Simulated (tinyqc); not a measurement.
Global model of a low-pressure process discharge: electron temperature, density, ion flux and ion energy. Changing the bias power P_b. Computed by tinyqc, a small Python program. Command: `OMP_NUM_THREADS=1 python tinyqc.py 3112885 3112886 out.jsonl plasma sweep`. One thread of a shared host (Intel(R) Xeon(R) Processor @ 2.30GHz), about 0.01 s of CPU time with the checks.

Maxwellian electrons with temperature T_e in eV, one positive ion, no negative ions, uniform bulk density n; rate constants have the Arrhenius form.

Inputs (values chosen for the exercise, of the order of those of an inductive discharge in a simple atomic gas):
```
quantity,value,unit
ion mass M,19,u
ionisation prefactor K0,5.9e-14,m^3/s
ionisation energy E_iz,15.1,eV
excitation prefactor X0,2.6e-14,m^3/s
excitation energy E_ex,9.01,eV
elastic rate constant K_el,1.4e-13,m^3/s
ion-neutral cross section,7.7e-19,m^2
pressure p,2.6,Pa
gas temperature T_g,400,K
radius R,18,cm
height L,13,cm
absorbed power P,120,W
radius of the biased electrode,15,cm
bias frequency,0.4,MHz
```

Constants: k_B = 1.380649e-23 J/K; e = 1.602176634e-19 C; u = 1.6605390666e-27 kg; m_0 = 9.1093837015e-31 kg; eps_0 = 8.8541878128e-12 F/m.

Method:
- n_g = p/(k_B T_g); lambda_i = 1/(n_g sigma); h_L = 0.86/sqrt(3 + L/(2 lambda_i)), h_R = 0.8/sqrt(4 + R/lambda_i); A_eff = 2 pi R^2 h_L + 2 pi R L h_R; d_eff = pi R^2 L/A_eff.
- Particle balance: K0 exp(-E_iz/T_e) n_g d_eff = u_B, u_B = sqrt(e T_e/M).
- Root found by bracketing.
- E_c = E_iz + (X0 exp(-E_ex/T_e) E_ex + K_el (3 m_0/M) T_e)/K_iz; wall potential V_s = (T_e/2) ln(M/(2 pi m_0)); E_T = E_c + 2 T_e + T_e/2 + V_s; n = P/(e u_B A_eff E_T); ion current density J = e h_L n u_B; ionised share n/n_g.
- All bias power goes to ions: V_b = P_b/(J pi r^2). Debye length at the sheath edge lambda_D = sqrt(eps_0 T_e/(e h_L n)); Child-law sheath s = (sqrt2/3) lambda_D (2 V/T_e)^(3/4), V = V_b + V_s; ion transit time tau_i = 3 s sqrt(M/(2 e V)); collisions in the sheath s/lambda_i.

One run for each value:
```
bias power P_b (W),bias voltage V_b (V),sheath width s (mm),transit time over bias period,s/lambda_i
3.0,12,0.59,0.0486,0.213
7.3,30,0.93,0.0567,0.339
18.0,74,1.66,0.0687,0.601
100.0,413,5.62,0.1032,2.039
250.0,1032,11.08,0.1294,4.017
620.0,2559,21.82,0.1621,7.910
```

Give the missing row, bias power P_b (W) = 43.0.

Computed row:
```
bias power P_b (W)  bias voltage V_b (V)  sheath width s (mm)  transit time over bias period  s/lambda_i
43.0                                 178                 3.04                         0.0841       1.104
```

Interpolating between the two neighbouring rows (the first column on a logarithmic scale, the others too where they are positive) misses by up to 1.3 %. Over the rows, bias voltage V_b (V) rises from 12.4 to 2560 (exponent d ln y / d ln x about 1.00 throughout); sheath width s (mm) rises from 0.588 to 21.8 (exponent d ln y / d ln x 0.52 between the first rows and 0.75 between the last); transit time over bias period rises from 0.0486 to 0.162 (exponent d ln y / d ln x 0.17 between the first rows and 0.25 between the last).  Left out: 1500 (the electrode is larger than the chamber or the bias is too high).
